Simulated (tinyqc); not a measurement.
Current crowding under a contact, resistor ladder against the transmission-line model: two steps of the calculation.

A metal contact of length d and width W on a thin layer of the same width. The metal has no resistance, the sheet resistance under it equals Rsh, and current enters the layer at the front edge x = 0.

Parameters, values chosen for the exercise:
- Rsh = 2400 ohm/sq (sheet resistance of the semiconductor layer)
- rc = 3.5e-5 ohm cm^2 (specific contact resistivity)
- d = 2.4 um (contact length)
- W = 110 um (contact width)
- n = 8 (cells)
- I = 2 mA (current)

Problem 1. Voltages and the share of the current. Cut the contact into n cells of length hc = d/n. Neighbouring cell centres are joined by a = W/(Rsh hc), each centre joins the metal (0 V) by g = W hc/rc, and I enters cell 1 through half a cell: -a v_(i-1) + b_i v_i - a v_(i+1) = I for i = 1 and 0 otherwise, b_i = g + 2 a (g + a at both ends). Rc = v_1/I + 1/(2 a). Cell i passes g v_i to the metal.

a = 0.15277778 S
g = 0.0094285714 S

| cell | b_i (S) |
|---|---|
| 1 | 0.16220635 |
| 2 | 0.31498413 |
| 3 | 0.31498413 |
| 4 | 0.31498413 |
| 5 | 0.31498413 |
| 6 | 0.31498413 |
| 7 | 0.31498413 |
| 8 | 0.16220635 |

Find: v_i; share of the current; Rc of the ladder.

Solution 1.

| cell | v_i (mV) | share of the current (%) |
|---|---|---|
| 1 | 48.61 | 22.92 |
| 2 | 38.52 | 18.16 |
| 3 | 30.80 | 14.52 |
| 4 | 24.99 | 11.78 |
| 5 | 20.72 | 9.77 |
| 6 | 17.73 | 8.36 |
| 7 | 15.83 | 7.46 |
| 8 | 14.91 | 7.03 |

Rc of the ladder = 27.58 ohm

The first cell passes 22.9 % of the current and the last 7.03 %; an even spread would give 12.5 % each.

Problem 2. The transmission-line result. Transfer length Lt = sqrt(rc/Rsh); front resistance Rc = (Rsh Lt/W) coth(d/Lt); end resistance Re = (Rsh Lt/W)/sinh(d/Lt). v(x) = I (Rsh Lt/W) cosh((d - x)/Lt)/sinh(d/Lt) at the cell centres x = (i - 1/2) d/n.

Give: Lt; Rc; Re; v(x).

Solution 2.

Lt = 1.2076 um
Rc = 27.357 ohm
Re = 7.3604 ohm

| cell | v(x) (mV) |
|---|---|
| 1 | 48.574 |
| 2 | 38.462 |
| 3 | 30.737 |
| 4 | 24.918 |
| 5 | 20.645 |
| 6 | 17.652 |
| 7 | 15.755 |
| 8 | 14.834 |

The ladder's Rc is 0.81 % above this value, with cells 0.25 Lt long.

Computed by the program tinyqc: `OMP_NUM_THREADS=1 python tinyqc.py 2760119 2760120 out.jsonl`, one thread of a shared Intel Xeon 2.30GHz, about 0.01 s for the whole run.
